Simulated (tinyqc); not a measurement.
MP2 on RHF in the sto-3g basis, for BeH2, spin multiplicity 1, step by step. One step of it, computed by the program tinyqc.

Problem. Integrals over molecular orbitals. (pq|rs) = sum C_ip C_jq C_kr C_ls (ij|kl), one index at a time.

coefficients C:
```
,MO1,MO2,MO3,MO4,MO5,MO6,MO7
1Be 1s,0.991888,-0.208321,-0.039060,0.013716,0.000000,-0.228062,-0.016674
1Be 2s,0.030973,0.600231,0.124311,-0.057461,0.000000,1.032018,0.108466
1Be 2px,0.000000,0.000000,0.000000,0.000000,1.000000,0.000000,0.000000
1Be 2py,0.000198,0.093628,-0.486375,0.001329,0.000000,-0.062313,1.193857
1Be 2pz,-0.000019,0.004686,0.000803,0.998194,0.000000,0.061798,0.003232
2H 1s,-0.003833,0.466298,-0.346587,0.028892,0.000000,-0.676307,-0.885563
3H 1s,-0.003804,0.302626,0.505744,0.030868,0.000000,-0.755864,0.736462
```

core Hamiltonian H = T + V (hartree), lower triangle:
```
,1Be 1s,1Be 2s,1Be 2px,1Be 2py,1Be 2pz,2H 1s,3H 1s
1Be 1s,-8.531064
1Be 2s,-2.104564,-2.745116
1Be 2px,0.000000,0.000000,-2.217958
1Be 2py,-0.001467,-0.009681,0.000000,-2.395217
1Be 2pz,-0.000543,-0.005088,0.000000,-0.000197,-2.218039
2H 1s,-0.360802,-0.992592,0.000000,-1.096968,-0.023786,-1.994194
3H 1s,-0.294857,-0.884812,0.000000,1.003315,-0.021775,-0.044510,-1.919268
```

Two-electron integrals (ij|kl) in chemists' order, unique and non-zero (hartree):
```
i,j,k,l,(ij|kl)
1,1,1,1,2.298831
2,1,1,1,0.392036
2,1,2,1,0.079539
2,2,1,1,0.570988
2,2,2,1,0.143041
2,2,2,2,0.417683
3,1,3,1,0.014607
3,2,3,1,0.021888
3,2,3,2,0.092265
3,3,1,1,0.569578
3,3,2,1,0.143083
3,3,2,2,0.417589
3,3,3,3,0.449859
4,1,4,1,0.014607
4,2,4,1,0.021888
4,2,4,2,0.092265
4,3,4,3,0.024249
4,4,1,1,0.569578
4,4,2,1,0.143083
4,4,2,2,0.417589
4,4,3,3,0.401360
4,4,4,4,0.449859
5,1,5,1,0.014607
5,2,5,1,0.021888
5,2,5,2,0.092265
5,3,5,3,0.024249
5,4,5,4,0.024249
5,5,1,1,0.569578
5,5,2,1,0.143083
5,5,2,2,0.417589
5,5,3,3,0.401360
5,5,4,4,0.401360
5,5,5,5,0.449859
6,1,1,1,0.065426
6,1,2,1,0.013267
6,1,2,2,0.024069
6,1,3,3,0.023903
6,1,4,1,0.001168
6,1,4,2,0.002210
6,1,4,4,0.024412
6,1,5,1,0.000025
6,1,5,2,0.000047
6,1,5,4,0.000011
6,1,5,5,0.023903
6,1,6,1,0.002319
6,2,1,1,0.171436
6,2,2,1,0.043644
6,2,2,2,0.140530
6,2,3,3,0.135051
6,2,4,1,0.005686
6,2,4,2,0.036054
6,2,4,4,0.151352
6,2,5,1,0.000121
6,2,5,2,0.000768
6,2,5,4,0.000347
6,2,5,5,0.135059
6,2,6,1,0.008055
6,2,6,2,0.072794
6,3,3,1,0.003836
6,3,3,2,0.018367
6,3,4,3,0.006105
6,3,5,3,0.000130
6,3,6,3,0.006341
6,4,1,1,0.188745
6,4,2,1,0.048606
6,4,2,2,0.163959
6,4,3,3,0.154266
6,4,4,1,0.009164
6,4,4,2,0.055847
6,4,4,4,0.183171
6,4,5,1,0.000114
6,4,5,2,0.000798
6,4,5,4,0.000486
6,4,5,5,0.154274
6,4,6,1,0.009335
6,4,6,2,0.096216
6,4,6,4,0.130743
6,5,1,1,0.004021
6,5,2,1,0.001036
6,5,2,2,0.003493
6,5,3,3,0.003286
6,5,4,1,0.000114
6,5,4,2,0.000798
6,5,4,4,0.003642
6,5,5,1,0.003839
6,5,5,2,0.018384
6,5,5,4,0.006112
6,5,5,5,0.003547
6,5,6,1,0.000199
6,5,6,2,0.002050
6,5,6,4,0.002650
6,5,6,5,0.006397
6,6,1,1,0.340206
6,6,2,1,0.088107
6,6,2,2,0.318844
6,6,3,3,0.296030
6,6,4,1,0.012905
6,6,4,2,0.107471
6,6,4,4,0.364160
6,6,5,1,0.000275
6,6,5,2,0.002290
6,6,5,4,0.001451
6,6,5,5,0.296061
6,6,6,1,0.016600
6,6,6,2,0.213383
6,6,6,4,0.298388
6,6,6,5,0.006357
6,6,6,6,0.774606
7,1,1,1,0.053470
7,1,2,1,0.010842
7,1,2,2,0.019672
7,1,3,3,0.019541
7,1,4,1,-0.000954
7,1,4,2,-0.001808
7,1,4,4,0.019944
7,1,5,1,0.000020
7,1,5,2,0.000039
7,1,5,4,-0.000009
7,1,5,5,0.019541
7,1,6,1,0.001732
7,1,6,2,0.005556
7,1,6,4,0.005988
7,1,6,5,0.000139
7,1,6,6,0.011124
7,1,7,1,0.001549
7,2,1,1,0.150825
7,2,2,1,0.038450
7,2,2,2,0.125214
7,2,3,3,0.120223
7,2,4,1,-0.004979
7,2,4,2,-0.032552
7,2,4,4,0.135070
7,2,5,1,0.000106
7,2,5,2,0.000694
7,2,5,4,-0.000317
7,2,5,5,0.120230
7,2,6,1,0.005993
7,2,6,2,0.032265
7,2,6,4,0.034756
7,2,6,5,0.000901
7,2,6,6,0.069533
7,2,7,1,0.005798
7,2,7,2,0.059840
7,3,3,1,0.003236
7,3,3,2,0.015830
7,3,4,3,-0.005395
7,3,5,3,0.000115
7,3,6,3,0.002067
7,3,7,3,0.004941
7,4,1,1,-0.170107
7,4,2,1,-0.043838
7,4,2,2,-0.149355
7,4,3,3,-0.140578
7,4,4,1,0.007963
7,4,4,2,0.050209
7,4,4,4,-0.166747
7,4,5,1,-0.000101
7,4,5,2,-0.000733
7,4,5,4,0.000443
7,4,5,5,-0.140585
7,4,6,1,-0.006637
7,4,6,2,-0.035839
7,4,6,4,-0.037760
7,4,6,5,-0.000986
7,4,6,6,-0.077122
7,4,7,1,-0.006853
7,4,7,2,-0.080520
7,4,7,4,0.110961
7,5,1,1,0.003628
7,5,2,1,0.000935
7,5,2,2,0.003186
7,5,3,3,0.002998
7,5,4,1,-0.000101
7,5,4,2,-0.000733
7,5,4,4,0.003326
7,5,5,1,0.003238
7,5,5,2,0.015845
7,5,5,4,-0.005402
7,5,5,5,0.003229
7,5,6,1,0.000153
7,5,6,2,0.000917
7,5,6,4,0.000975
7,5,6,5,0.002092
7,5,6,6,0.002012
7,5,7,1,0.000146
7,5,7,2,0.001717
7,5,7,4,-0.002261
7,5,7,5,0.004990
7,6,1,1,0.007490
7,6,2,1,0.001854
7,6,2,2,0.005264
7,6,3,3,0.005196
7,6,4,1,-0.000008
7,6,4,2,-0.000056
7,6,4,4,0.005396
7,6,5,1,0.000011
7,6,5,2,0.000055
7,6,5,4,-7.76e-07
7,6,5,5,0.005196
7,6,6,1,0.000312
7,6,6,2,0.001787
7,6,6,4,0.002102
7,6,6,5,0.000055
7,6,6,6,0.004119
7,6,7,1,0.000256
7,6,7,2,0.001641
7,6,7,4,-0.001990
7,6,7,5,0.000052
7,6,7,6,0.000067
7,7,1,1,0.321549
7,7,2,1,0.083326
7,7,2,2,0.305346
7,7,3,3,0.283934
7,7,4,1,-0.011633
7,7,4,2,-0.101256
7,7,4,4,0.347828
7,7,5,1,0.000248
7,7,5,2,0.002160
7,7,5,4,-0.001363
7,7,5,5,0.283963
7,7,6,1,0.012926
7,7,6,2,0.075306
7,7,6,4,0.081168
7,7,6,5,0.002138
7,7,6,6,0.165882
7,7,7,1,0.012766
7,7,7,2,0.191755
7,7,7,4,-0.272006
7,7,7,5,0.005801
7,7,7,6,0.004119
7,7,7,7,0.774606
```

Give: one-electron integrals over orbitals h = C^T H C; Two-electron integrals over orbitals.

Solution.

one-electron integrals over orbitals h = C^T H C (hartree), lower triangle:
```
,1,2,3,4,5,6,7
1,-8.5198
2,0.2038,-2.2859
3,0.0389,0.0103,-2.2026
4,-0.0136,0.0080,0.0029,-2.2172
5,0.0000,0.0000,0.0000,0.0000,-2.2180
6,0.2032,-0.2377,-0.0822,-0.0155,0.0000,-1.8890
7,0.0126,-0.0697,0.3063,-0.0005,0.0000,0.0042,-1.8605
```

Two-electron integrals over orbitals (pq|rs), unique and non-zero (hartree):
```
p,q,r,s,(pq|rs)
1,1,1,1,2.2720
2,1,1,1,-0.1832
2,1,2,1,0.0230
2,2,1,1,0.4558
2,2,2,1,-0.0046
2,2,2,2,0.3972
3,1,1,1,-0.0342
3,1,2,1,0.0033
3,1,2,2,-0.0053
3,1,3,1,0.0056
3,2,1,1,0.0023
3,2,2,1,-0.0026
3,2,2,2,-0.0604
3,2,3,1,0.0096
3,2,3,2,0.1353
3,3,1,1,0.4148
3,3,2,1,-0.0032
3,3,2,2,0.3602
3,3,3,1,0.0033
3,3,3,2,0.0489
3,3,3,3,0.4254
4,1,1,1,0.0117
4,1,2,1,-0.0014
4,1,2,2,0.0007
4,1,3,1,-2.76e-04
4,1,3,2,1.78e-05
4,1,3,3,3.95e-04
4,1,4,1,0.0158
4,2,1,1,-0.0063
4,2,2,1,3.96e-04
4,2,2,2,0.0023
4,2,3,1,6.20e-05
4,2,3,2,-0.0008
4,2,3,3,0.0024
4,2,4,1,0.0146
4,2,4,2,0.0462
4,3,1,1,-0.0017
4,3,2,1,9.03e-05
4,3,2,2,-0.0013
4,3,3,1,-2.97e-05
4,3,3,2,0.0038
4,3,3,3,0.0021
4,3,4,1,0.0028
4,3,4,2,0.0062
4,3,4,3,0.0135
4,4,1,1,0.5689
4,4,2,1,-0.0071
4,4,2,2,0.3523
4,4,3,1,-0.0013
4,4,3,2,0.0006
4,4,3,3,0.3318
4,4,4,1,-0.0015
4,4,4,2,-0.0082
4,4,4,3,-0.0019
4,4,4,4,0.4500
5,1,5,1,0.0157
5,2,5,1,0.0147
5,2,5,2,0.0461
5,3,5,1,0.0028
5,3,5,2,0.0062
5,3,5,3,0.0134
5,4,5,1,-0.0010
5,4,5,2,-0.0025
5,4,5,3,-0.0005
5,4,5,4,0.0244
5,5,1,1,0.5692
5,5,2,1,-0.0071
5,5,2,2,0.3524
5,5,3,1,-0.0013
5,5,3,2,0.0005
5,5,3,3,0.3318
5,5,4,1,3.85e-04
5,5,4,2,-0.0031
5,5,4,3,-0.0009
5,5,4,4,0.4012
5,5,5,5,0.4499
6,1,1,1,-0.1918
6,1,2,1,0.0242
6,1,2,2,-0.0063
6,1,3,1,0.0051
6,1,3,2,0.0006
6,1,3,3,-0.0025
6,1,4,1,-0.0007
6,1,4,2,0.0011
6,1,4,3,2.17e-04
6,1,4,4,-0.0058
6,1,5,5,-0.0057
6,1,6,1,0.0262
6,2,1,1,0.1330
6,2,2,1,-0.0058
6,2,2,2,-0.0202
6,2,3,1,-4.80e-04
6,2,3,2,0.0187
6,2,3,3,-0.0332
6,2,4,1,0.0011
6,2,4,2,-0.0014
6,2,4,3,-1.98e-05
6,2,4,4,0.0657
6,2,5,5,0.0662
6,2,6,1,-0.0050
6,2,6,2,0.0799
6,3,1,1,0.0404
6,3,2,1,-0.0013
6,3,2,2,0.0335
6,3,3,1,-4.22e-04
6,3,3,2,-0.0825
6,3,3,3,-0.0417
6,3,4,1,2.25e-04
6,3,4,2,-5.92e-05
6,3,4,3,-0.0038
6,3,4,4,0.0208
6,3,5,5,0.0209
6,3,6,1,-0.0012
6,3,6,2,0.0091
6,3,6,3,0.0919
6,4,1,1,0.0060
6,4,2,1,8.40e-05
6,4,2,2,0.0006
6,4,3,1,-3.72e-05
6,4,3,2,-3.97e-04
6,4,3,3,-0.0018
6,4,4,1,0.0159
6,4,4,2,0.0447
6,4,4,3,0.0096
6,4,4,4,-0.0006
6,4,5,5,0.0026
6,4,6,1,0.0010
6,4,6,2,0.0067
6,4,6,3,0.0021
6,4,6,4,0.0484
6,5,5,1,0.0161
6,5,5,2,0.0452
6,5,5,3,0.0097
6,5,5,4,-0.0016
6,5,6,5,0.0487
6,6,1,1,0.4573
6,6,2,1,-0.0067
6,6,2,2,0.3675
6,6,3,1,-4.64e-05
6,6,3,2,0.0133
6,6,3,3,0.3905
6,6,4,1,0.0023
6,6,4,2,0.0068
6,6,4,3,0.0019
6,6,4,4,0.3498
6,6,5,5,0.3503
6,6,6,1,-0.0062
6,6,6,2,-0.0241
6,6,6,3,-0.0169
6,6,6,4,0.0042
6,6,6,6,0.3931
7,1,1,1,-0.0135
7,1,2,1,0.0036
7,1,2,2,0.0065
7,1,3,1,-0.0089
7,1,3,2,-0.0160
7,1,3,3,-0.0064
7,1,4,1,-4.42e-05
7,1,4,2,5.09e-05
7,1,4,3,1.54e-04
7,1,4,4,-3.00e-04
7,1,5,5,-2.92e-04
7,1,6,1,0.0008
7,1,6,2,-0.0011
7,1,6,3,-0.0006
7,1,6,4,1.38e-04
7,1,6,6,-0.0025
7,1,7,1,0.0179
7,2,1,1,0.0362
7,2,2,1,-3.07e-04
7,2,2,2,-0.0170
7,2,3,1,-0.0046
7,2,3,2,0.0372
7,2,3,3,0.0076
7,2,4,1,6.81e-05
7,2,4,2,-0.0016
7,2,4,3,0.0030
7,2,4,4,0.0166
7,2,5,5,0.0167
7,2,6,1,-0.0016
7,2,6,2,0.0278
7,2,6,3,-0.0566
7,2,6,4,0.0009
7,2,6,6,-0.0007
7,2,7,1,0.0081
7,2,7,2,0.0619
7,3,1,1,-0.1460
7,3,2,1,0.0040
7,3,2,2,-0.0012
7,3,3,1,-4.63e-04
7,3,3,2,-0.0026
7,3,3,3,0.0167
7,3,4,1,-2.90e-05
7,3,4,2,0.0043
7,3,4,3,0.0014
7,3,4,4,-0.0689
7,3,5,5,-0.0690
7,3,6,1,0.0033
7,3,6,2,-0.0731
7,3,6,3,-0.0276
7,3,6,4,-0.0034
7,3,6,6,0.0195
7,3,7,1,0.0022
7,3,7,2,-0.0137
7,3,7,3,0.0833
7,4,1,1,2.12e-04
7,4,2,1,-1.22e-04
7,4,2,2,-0.0028
7,4,3,1,0.0006
7,4,3,2,0.0069
7,4,3,3,0.0028
7,4,4,1,0.0013
7,4,4,2,0.0060
7,4,4,3,-0.0120
7,4,4,4,-2.70e-04
7,4,5,5,1.46e-05
7,4,6,1,1.49e-04
7,4,6,2,0.0012
7,4,6,3,-0.0047
7,4,6,4,0.0024
7,4,6,6,0.0012
7,4,7,1,-0.0011
7,4,7,2,0.0016
7,4,7,3,-1.89e-04
7,4,7,4,0.0175
7,5,5,1,0.0013
7,5,5,2,0.0061
7,5,5,3,-0.0122
7,5,5,4,-1.44e-04
7,5,6,5,0.0025
7,5,7,5,0.0172
7,6,1,1,-0.0021
7,6,2,1,0.0019
7,6,2,2,0.0529
7,6,3,1,-0.0094
7,6,3,2,-0.1273
7,6,3,3,-0.0524
7,6,4,1,1.51e-04
7,6,4,2,0.0012
7,6,4,3,-0.0045
7,6,4,4,0.0007
7,6,5,5,0.0007
7,6,6,1,-0.0011
7,6,6,2,-0.0151
7,6,6,3,0.0885
7,6,6,4,0.0010
7,6,6,6,-0.0172
7,6,7,1,0.0158
7,6,7,2,-0.0467
7,6,7,3,-1.55e-04
7,6,7,4,-0.0064
7,6,7,6,0.1333
7,7,1,1,0.5423
7,7,2,1,-0.0070
7,7,2,2,0.4059
7,7,3,1,-0.0025
7,7,3,2,-0.0224
7,7,3,3,0.4043
7,7,4,1,3.83e-04
7,7,4,2,0.0007
7,7,4,3,-0.0006
7,7,4,4,0.3762
7,7,5,5,0.3761
7,7,6,1,-0.0075
7,7,6,2,-0.0194
7,7,6,3,0.0120
7,7,6,4,-0.0013
7,7,6,6,0.4046
7,7,7,1,0.0014
7,7,7,2,-0.0096
7,7,7,3,-0.0053
7,7,7,4,-0.0010
7,7,7,6,0.0172
7,7,7,7,0.4528
```
